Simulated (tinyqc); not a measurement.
Zener tunnelling in a reverse-biased junction, two-band WKB: one step of the calculation.

Abrupt p-n junction, depletion approximation. Energies E are counted from the conduction-band edge of the neutral n side; its Fermi level lies at dn, that of the p side at dn - V, and the valence-band edge of the neutral p side at Em = dn + dp - V. Tunnelling needs 0 < E < Em. Two-band dispersion with equal masses m: inside the gap kappa = sqrt(m u (1 - u/Eg)/C), u the distance from a band edge, C = hbar^2/(2 m0).

Question. Current density on a coarse grid. J = KJ exp(-S) Eb times the integral from 0 to Em of [f(E - dn) - f(E - dn + V)] [1 - exp(-min(E, Em - E)/Eb)] dE, f(x) = 1/(1 + exp(x/Vt)), with S and Eb from the mean field; J > 0 flows from p to n. KJ = (2 q^2/h) m/(4 pi C) (times 1e14 for A/cm^2 per eV^2). Simpson's rule on nE equally spaced points from 0 to Em.

Values chosen for this exercise; band and dielectric values those of a made-up semiconductor: temperature T = 300 K; band-edge mass of the two-band model m = 0.046 m0; bias of the p side V = -2.1 V; points of the energy grid nE = 11.

Constants: q = 1.602176634e-19 C, kB = 1.380649e-23 J/K, hbar = 1.054571817e-34 J s, h = 6.62607015e-34 J s, m0 = 9.1093837015e-31 kg, Vt = kB T/q, hbar^2/(2 m0) = 0.0380998212 eV nm^2. Results are converted to the units shown.

dn = 0.36329329 eV
dp = 0.065772285 eV
S = 3.4955726
Eb = 43.626615 meV

Give: E; difference of the f; transverse factor; integral; KJ; J.

Answer.

```
point  E (eV)  difference of the f  transverse factor
0      0.0000               0.0000             0.0000
1      0.2529              -0.0138             0.9970
2      0.5058              -0.9960             1.0000
3      0.7587              -1.0000             1.0000
4      1.0116              -1.0000             1.0000
5      1.2645              -1.0000             1.0000
6      1.5174              -1.0000             1.0000
7      1.7703              -1.0000             1.0000
8      2.0233              -1.0000             1.0000
9      2.2762              -0.9993             0.9970
10     2.5291              -0.0728             0.0000
```

integral = -2.0259 eV
KJ = 7.4442e8 A/(cm^2 eV^2)
J = -1.9957e6 A/cm^2

Range of the model: Parabolic densities of states, no band tails and no gap narrowing, all of which matter at such doping.

Computed by the program tinyqc: `OMP_NUM_THREADS=1 python tinyqc.py 2620151 2620152 out.jsonl`, one thread of a shared Intel Xeon 2.30GHz, about 0.02 s for the whole run.
